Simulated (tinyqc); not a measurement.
# Changing the tail density at the edge g_t

Model: field-effect mobility of a thin-film transistor with band-tail and deep states (multiple trapping). Computed by tinyqc, a small Python program. Command: `OMP_NUM_THREADS=1 python tinyqc.py 3031534 3031535 out.jsonl tft sweep`. One thread of a shared host (Intel(R) Xeon(R) Processor @ 2.30GHz), about 0.08 s of CPU time with the checks.

A thick film in accumulation at small drain voltage. Only free electrons move; trapped ones still screen the gate. N_c and mu_0 are held fixed when T changes, leaving out the T^(3/2) growth of N_c. x = E_0 - psi is the distance of the Fermi level below the band edge.

Inputs (values chosen for the exercise, modelled on amorphous In2O3):
```
quantity,value,unit
permittivity eps,9,-
effective density of states N_c,4.1e+18,1/cm^3
band mobility mu_0,53,cm^2/(V s)
tail width E_t,28,meV
"flat-band Fermi level below the edge, E_0",0.45,eV
equivalent oxide thickness t,7.9,nm
surface band bending psi_s as a fraction of E_0,0.61,-
temperature T,200,K
```

Deep states: none.

Constants: k_B = 8.617333262e-05 eV/K; e = 1.602176634e-19 C; eps_0 = 8.8541878128e-12 F/m.

Method:
- F_j(eta) = int_0^infinity x^j/(1 + exp(x - eta)) dx, without a gamma-function factor.
- Integrals over x = E/(k_B T) use 160 Gauss-Legendre points in u = sqrt(x) from 0 to sqrt(max(eta, 0) + 32).
- Free n(x) = N_c (2/sqrt(pi)) F_1/2(-x/k_B T), with F_1/2 from its two-term series in exp(-x/k_B T) for x >= 12 k_B T; tail n_t(x) = int_0^1.2eV g_t exp(-E/E_t)/(1 + exp((x - E)/k_B T)) dE, E counted down from the edge, 120 Gauss-Legendre points; space charge rho(psi) = n + n_t less its value at psi = 0.
- Poisson: F(psi) = sqrt((2 e/(eps eps_0)) int_0^psi rho dpsi'); V_G - V_FB = psi_s + eps F(psi_s) t/3.9; free sheet density N_f = int (n - n(E_0))/F dpsi; induced sheet density N_i = eps eps_0 F(psi_s)/e; trapezoid rule on 301 even points in psi, the first interval left out of N_f.
- mu_eff = mu_0 N_f/N_i; field-effect mobility mu_FE = mu_0 e (dN_f/dV_G)/C_ox and swing S = dV_G/dlog10(N_f), by a central difference of +/- 2 mV in psi_s; C_ox = 3.9 eps_0/t.

One run for each value:
```
tail density at the edge g_t (1/(eV cm^3)),effective mobility mu_eff (cm^2/(V s)),V_G - V_FB (V),swing S (mV/decade),induced sheet density N_i (1/cm^2)
2.80e+18,9.5610e+00,0.27837,64.75,1.0554e+10
7.50e+18,4.0858e+00,0.28034,64.87,1.5928e+10
2.00e+19,1.6204e+00,0.28372,67.42,2.5145e+10
5.40e+19,6.1353e-01,0.28944,72.85,4.0766e+10
1.50e+20,2.2275e-01,0.29928,82.67,6.7595e+10
3.90e+20,8.5924e-02,0.31438,97.96,1.0880e+11
1.00e+21,3.3548e-02,0.33831,122.27,1.7410e+11
2.80e+21,1.1987e-02,0.38125,165.94,2.9124e+11
```

What does the table show, and why?

Over the rows, effective mobility mu_eff (cm^2/(V s)) falls from 9.56 to 0.0120 (exponent d ln y / d ln x -0.86 between the first rows and -1.00 between the last); V_G - V_FB (V) rises from 0.278 to 0.381 (exponent d ln y / d ln x 0.0072 between the first rows and 0.12 between the last); swing S (mV/decade) rises from 64.7 to 166 (exponent d ln y / d ln x 0.0019 between the first rows and 0.30 between the last). At the high end the exponent of effective mobility mu_eff is -1.00, close to -1: the tail holds nearly all the charge. At the high end the exponent of induced sheet density N_i is 0.50, close to 0.50: the field grows as the square root of the space charge.

Caution (rows 2.80e18, 7.50e18, 2.00e19, 5.40e19, 1.50e20): the band bending extends over more than 0.2 micrometre, deeper than most thin films, so the thick-film assumption is doubtful.
